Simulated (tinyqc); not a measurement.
Raising U: Hubbard chain of 2 sites, mean field against exact. Computed by the program tinyqc. 

one-body matrix (hopping and site energies) (eV):
```
         1        2
1   0.0000  -0.8000
2  -0.8000   0.0000
```

electrons, up and down: 1  1

Collinear unrestricted mean field (the lowest of 40 random starts) against exact diagonalisation.

Exact and mean-field results (eV):
```
U            U/t    E exact  E mean field  mean |n_up - n_down|  double occupancy, exact  first gap in the sector
0.4000    0.5000  -1.412452     -1.400000                0.0000                   0.2190                   1.4125
0.8000    1.0000  -1.249242     -1.200000                0.0000                   0.1894                   1.2492
1.6000    2.0000  -0.988854     -0.800000                0.0005                   0.1382                   0.9889
2.4000    3.0000  -0.800000     -0.533333                0.7454                   0.1000                   0.8000
3.2000    4.0000  -0.662742     -0.400000                0.8660                   0.0732                   0.6627
4.8000    6.0000  -0.484441     -0.266667                0.9428                   0.0420                   0.4844
6.4000    8.0000  -0.377709     -0.200000                0.9682                   0.0264                   0.3777
9.6000   12.0000  -0.259644     -0.133333                0.9860                   0.0128                   0.2596
16.0000  20.0000  -0.158431     -0.080000                0.9950                   0.0049                   0.1584
```

In absolute terms mean field is worst at U/t = 3.0, 0.267 eV too high: at small U it is nearly exact, and at large U it misses only exchange-scale energies. For the symmetric dimer the instability lies at U = 2t. Its local moments set in at U/t = 3.0 of those listed, a broken symmetry that the exact state of a finite cluster with equal spins does not have. Relative to the exact energy its error is 0.9 % at the smallest U, 50 % at most and 50 % at the largest. The double occupancy falls from 0.219 to 0.005; at the largest U the first gap is 0.99 times the exchange scale 4t^2/U.
